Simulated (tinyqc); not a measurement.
From one set of inputs to another, one input at a time: two-band model of a narrow-gap semiconductor with electrons and holes. Computed by tinyqc, a small Python program. Command: `OMP_NUM_THREADS=1 python tinyqc.py 3030324 3030325 out.jsonl bipolar ladder`. One thread of a shared host (Intel(R) Xeon(R) Processor @ 2.30GHz), about 0.2 s of CPU time with the checks.

Two parabolic bands with acoustic scattering (r = -1/2, a = 0), a gap that does not change with T, and fully ionised dopants. Melting is ignored, so values above the melting point are formal, and kappa_L does not change with T. eta_n = (E_F - E_c)/(k_B T), eta_p = -eta_n - E_g/(k_B T).

The inputs printed are set A. Set A is modelled on Mg2Si; the values taken over come from a set modelled on PbTe. Inputs not listed in the table keep their values of set A, so the rows need not describe a real material.

Inputs (values chosen for the exercise, modelled on Mg2Si): electron mass m_n = 0.88 m_0; hole mass m_p = 1.5 m_0; electron mobility parameter mu_300,n = 280 cm^2/(V s); hole mobility parameter mu_300,p = 49 cm^2/(V s); temperature exponent p = 1.5; band gap E_g = 0.61 eV; net doping N = 3.2e+17 1/cm^3; lattice thermal conductivity kappa_L = 3.8 W/(m K); temperature T = 730 K.

Doping: p-type.

Constants: k_B = 8.617333262e-05 eV/K; m_0 = 9.1093837015e-31 kg; k_B = 1.380649e-23 J/K; hbar = 1.054571817e-34 J s; e = 1.602176634e-19 C.

Method:
- With x = E/(k_B T), a = alpha k_B T (0 for a parabolic band), G = x (1 + a x), D = 1 + 2 a x and <y> = int y f (1 - f) dx, f = 1/(1 + exp(x - eta)): tau = tau_0 G^r/D; transport function s = G^(3/2 + r)/D^2; n = N_0 <G^(3/2)> with N_0 = (2 m k_B T)^(3/2)/(3 pi^2 hbar^3).
- Integrals over x = E/(k_B T) use 160 Gauss-Legendre points in u = sqrt(x) from 0 to sqrt(max(eta, 0) + 32).
- Neutrality: p - n = N, with n = N_0(m_n) <x^(3/2)> at eta_n and p = N_0(m_p) <x^(3/2)> at eta_p.
- sigma = e mu_0 N_0 <s> with mu_0 = e tau_0/m = mu_300 (T/300 K)^(-p); |S| = (k_B/e)(<x s>/<s> - eta); Lorenz number L = (k_B/e)^2 (<x^2 s>/<s> - (<x s>/<s>)^2); kappa_e = L sigma T; zT = S^2 sigma T/(kappa_L + kappa_e).
- Hall factor r_H = <x^(3/2)> <x^(1/2)>/<s>^2.
- Both bands together (these totals replace the one-band zT): sigma = sigma_n + sigma_p; S = (sigma_p |S_p| - sigma_n |S_n|)/sigma; kappa_bip = (sigma_n sigma_p/sigma)(|S_n| + |S_p|)^2 T; kappa_e = (L_n sigma_n + L_p sigma_p) T; zT = S^2 sigma T/(kappa_L + kappa_e + kappa_bip); weak-field R_H = (r_p sigma_p^2/p - r_n sigma_n^2/n)/(e sigma^2), where the Hall factors r_n and r_p are <x^(3/2)> <x^(1/2)>/<s>^2.

Each row keeps all changes above it:
```
input moved                                           from       to  conductivity sigma (S/cm)  bipolar thermal conductivity (W/(m K))  kappa_e (W/(m K))
set A                                                    -        -                       8.54                               1.384e-01            0.00927
lattice thermal conductivity kappa_L (W/(m K))         3.8        1                       8.54                               1.384e-01            0.00927
electron mobility parameter mu_300,n (cm^2/(V s))      280     1200                      31.03                               1.632e-01            0.03368
temperature T (K)                                      730      550                       3.29                               7.391e-02            0.00269
electron mass m_n (m_0)                               0.88     0.26                       1.21                               3.231e-02            0.00099
net doping N (1/cm^3)                              3.2e+17  3.7e+18                       8.80                               4.389e-03            0.00722
hole mass m_p (m_0)                                    1.5     0.29                       8.36                               3.383e-04            0.00713
band gap E_g (eV)                                     0.61     0.34                       9.23                               4.043e-02            0.00785
```

Where does the difference come from?

Conductivity sigma goes from 8.54 to 9.23, a factor 1.08 in all. The largest single move comes from temperature T (a factor 0.106), but it runs against the net change; the largest move in the direction of the net change is net doping N (a factor 7.27). Bipolar thermal conductivity goes from 0.138 to 0.0404, a factor 0.292 in all. The largest single move comes from band gap E_g (a factor 120), but it runs against the net change; the largest move in the direction of the net change is hole mass m_p (a factor 0.0771). kappa_e goes from 0.00927 to 0.00785, a factor 0.847 in all. The largest single move comes from temperature T (a factor 0.0799), and net doping N works against it (a factor 7.30). The single moves hold for this order of the switches; the total does not depend on the order.

Extremes, crossings and ranges named in words are read from the listed rows.
